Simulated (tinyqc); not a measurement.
What each parameter does: quantum well in an electric field by finite differences.

Finite differences on points z_i at the centres of cells of width h: H_ii = (c/h^2)(1/m_(i-1/2) + 1/m_(i+1/2)) + V_i, H_(i,i+1) = -(c/h^2)/m_(i+1/2), where m_(i+1/2) is the mean of the masses at the two points (the end values are repeated outwards), psi = 0 on the points beyond both ends, c = hbar^2/2m0. The field adds e F (z - z0) with z0 the middle of the structure; 1 kV/cm = 1e-5 eV/angstrom.

Constants: hbar^2/2m0 = 3.80998211 eV angstrom^2.

Parameters, chosen for this exercise (near those of a GaAs well in AlGaAs; shifted at random, so the results belong to these values and not to a real crystal):
```
symbol  value   unit      meaning
Lw      152     angstrom  well width
Lb      114     angstrom  each outer barrier
V0      0.154   eV        barrier height
mw      0.0685  m0        mass in the well
mb      0.0828  m0        mass in the barriers
F       17      kV/cm     field along z
hf      2.375   angstrom  cell width of the fine grid
```

Three layers: barrier, well, barrier; fine grid. The Stark shift is E1(F) - E1(0).

Results for these values:
```
case  E1 (eV)  E2 - E1 (meV)  Stark shift (meV)  <z - z0> (angstrom)
base   0.0137           43.7              -0.85                -9.90
```

What happens to each result for Lb = 152 angstrom, all else kept?

Answer: E1 does not change at the printed digits; E2 - E1 does not change at the printed digits; Stark shift does not change at the printed digits; <z - z0> does not change at the printed digits.

The same for each parameter in turn:
```
case               E1 (eV)  E2 - E1 (meV)  Stark shift (meV)  <z - z0> (angstrom)
base                0.0137           43.7              -0.85                -9.90
Lw = 190 angstrom   0.0085           32.2              -1.66               -19.01
Lb = 152 angstrom   0.0137           43.7              -0.85                -9.90
V0 = 0.185 eV       0.0143           45.5              -0.78                -9.06
mw = 0.0788 m0      0.0125           40.1              -0.88               -10.23
mb = 0.0662 m0      0.0144           44.9              -0.80                -9.40
F = 25.5 kV/cm      0.0127           44.8              -1.89               -14.53
```

tinyqc: `OMP_NUM_THREADS=1 python tinyqc.py 1252656 1252657 out.jsonl`; about 0.03 s, one thread, shared Intel(R) Xeon(R) Processor @ 2.30GHz.
